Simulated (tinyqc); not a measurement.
Trap density by the high-low method.

Question. In depletion, where minority carriers are negligible, a MOS capacitor has 1/C_LF = 1/Cox + 1/(Cd + q Dit) and 1/C_HF = 1/Cox + 1/Cd. Find Cd and Dit.

Constants: q = 1.602176634e-19 C. Results are converted to the units shown.

Cox, C_LF, C_HF (uF/cm^2): [0.18174386, 0.12281875, 0.12254804]

Solution. Removing Cox from each series combination leaves Cd + q Dit and Cd; their difference over q is Dit.

Cd = 0.376 uF/cm^2
Dit = 1.60e10 cm^-2 eV^-1

tinyqc, about 0.01 s, one thread, Intel Xeon 2.30GHz (shared host): `OMP_NUM_THREADS=1 python tinyqc.py 2060146 2060147 out.jsonl`
